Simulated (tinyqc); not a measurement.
# Deep-level transient spectroscopy: amplitude against reverse bias

Schottky contact on an n-type layer with shallow donors Nd (all ionised) and a donor-like deep trap, neutral when filled and positive when empty; depletion approximation. Traps within lam of the depletion edge stay filled. A long pulse to Vp fills the traps beyond x1 = Wp - lam; back at Vr those between x1 and x2 = Wr - lam emit. A rate window reads S = C(t2) - C(t1).

lam = sqrt(2 eps0 eps_r (EF - ET)/(q Nd)), EF - ET = Et - (kB T/q) ln(Nc(T)/Nd), Nc(T) = Nc (T/300 K)^1.5. In the steady state at the band bending V, 2 eps0 eps_r V/q = Nd W^2 + Nt (W - lam)^2 (the second term only if W > lam). W(t)^2 = Wr^2 + (Nt/Nd)(x2^2 - x1^2) exp(-en t), C = eps0 eps_r/W; for small Nt, dC/C = -(Nt/2 Nd) G exp(-en t) with G = (x2^2 - x1^2)/Wr^2. Listed at t = 0.

Inputs (values chosen for the exercise); material values close to those of gallium nitride: relative permittivity eps_r = 9.54; conduction-band density of states at 300 K Nc = 2.34e18 cm^-3; shallow donor density Nd = 8.8e14 cm^-3; built-in voltage Vbi = 1.01 V; depth of the trap below the conduction edge Et = 0.26 eV; trap density Nt = 9.7e13 cm^-3; reverse bias during the filling pulse Vp = 0 V; temperature of the transient T = 169 K.

Constants: q = 1.602176634e-19 C, kB = 1.380649e-23 J/K, eps0 = 8.8541878128e-14 F/cm where lengths are in cm. Results are converted to the units shown.

Result of one run:

| Wr (nm) | G | dC(0)/C (%) | 2 Nd \|dC\|/C (cm^-3) |
|---|---|---|---|
| 2013 | 0.5122 | -2.709 | 4.767e13 |

Which reverse bias Vr gave this result: 1.6, 2.6, 4.8, 5.9 or 8 V?

Vr = 2.6 V.

The whole series:

| Vr (V) | Wr (nm) | G | dC(0)/C (%) | 2 Nd \|dC\|/C (cm^-3) |
|---|---|---|---|---|
| 0.5 | 1313 | 0.2067 | -1.120 | 1.971e13 |
| 1.6 | 1716 | 0.4167 | -2.220 | 3.908e13 |
| 2.6 | 2013 | 0.5122 | -2.709 | 4.767e13 |
| 3.7 | 2294 | 0.5780 | -3.041 | 5.352e13 |
| 4.8 | 2544 | 0.6233 | -3.268 | 5.751e13 |
| 5.9 | 2771 | 0.6568 | -3.434 | 6.044e13 |
| 6.9 | 2962 | 0.6807 | -3.553 | 6.253e13 |
| 8 | 3159 | 0.7021 | -3.658 | 6.439e13 |

G rises from 0.207 to 0.702, since lam = 435 nm and x1 weigh less in a wider layer. The simple estimate 2 Nd |dC|/C reaches 20.3 % of the true Nt in the first row and 66.4 % in the last. That is below G (70.2 %), since with Nt/Nd = 0.11 dC/C is no longer linear in Nt.

Range of the model: With Nt above a tenth of Nd the edge x2 moves during the transient, which this model holds fixed, and the transient is not a plain exponential.

Computed by the program tinyqc: `OMP_NUM_THREADS=1 python tinyqc.py 2050122 2050123 out.jsonl`, one thread of a shared Intel Xeon 2.30GHz, about 0.01 s for the whole run.
